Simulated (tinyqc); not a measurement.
Splitting against the number of planes: valley splitting in a one-orbital chain of atomic planes (second-neighbour model).

Each (001) plane carries one orbital with energy e0, hopping v to the next plane and u to the second: E(phi) = e0 + 2 v cos(phi) + 2 u cos(2 phi), where phi = pi - k a/4 (the sign of every second orbital is chosen so that v > 0, which shifts the phase by pi). The minimum lies at cos(phi0) = -v/(4u), phi0 = pi - (pi/2) k0 for a valley at k0 (2 pi/a), and e0 puts it at zero. A slab of N planes has hard walls: the matrix simply ends.

Constants: hbar^2/2m0 = 3.80998211 eV angstrom^2.

Parameters, chosen for this exercise (out of a larger set: near those of the Delta valleys of silicon; abrupt walls in this chain split the valleys several times more than measured wells; not measured data):

| symbol | value | unit | meaning |
|---|---|---|---|
| a | 5.437 | angstrom | lattice constant; planes lie a/4 apart |
| ml | 0.875 | m0 | longitudinal mass |
| N0 | 45 |  | first number of planes |

u = 0.646842 eV
v = 0.772436 eV
e0 = 1.524288 eV
phi0 = 1.873960 rad

Ten slabs from N0 on, of thickness (N - 1) a/4 between the outer planes. Effective mass: E1 = (c/ml)(pi/W)^2 with W = (N + 2) a/4: the amplitude vanishes on two missing planes at each end, and the envelope has its nodes N + 2 spacings apart. Large-N estimate of the splitting: 16 pi^2 u |sin(phi0) sin((N + 2) phi0)|/(N + 2)^3.

Doublet (meV):

| N | thickness (angstrom) | mean level | effective mass | splitting | estimate |
|---|---|---|---|---|---|
| 45 | 59.81 | 10.51 | 10.53 | 0.135 | 0.105 |
| 46 | 61.17 | 10.09 | 10.10 | 0.793 | 0.807 |
| 47 | 62.53 | 9.68 | 9.69 | 0.563 | 0.545 |
| 48 | 63.88 | 9.29 | 9.30 | 0.385 | 0.407 |
| 49 | 65.24 | 8.94 | 8.94 | 0.716 | 0.713 |
| 50 | 66.60 | 8.59 | 8.60 | 0.060 | 0.039 |
| 51 | 67.96 | 8.28 | 8.28 | 0.605 | 0.613 |
| 52 | 69.32 | 7.97 | 7.98 | 0.394 | 0.381 |
| 53 | 70.68 | 7.68 | 7.69 | 0.319 | 0.333 |
| 54 | 72.04 | 7.41 | 7.42 | 0.533 | 0.530 |

What does the comparison show?

The mean level falls smoothly, from 10.5 to 7.4 meV, within 0.2 % of the effective-mass value. The splitting swings between 0.060 (N = 50) and 0.793 meV (N = 46): one plane more or less changes the phase between the two walls by phi0 = 1.874 rad. The estimate misses the computed values by at most 0.030 meV.

(tinyqc, `OMP_NUM_THREADS=1 python tinyqc.py 1481278 1481279 out.jsonl`, Intel(R) Xeon(R) Processor @ 2.30GHz, 1 thread, shared host, about 0.02 s.)
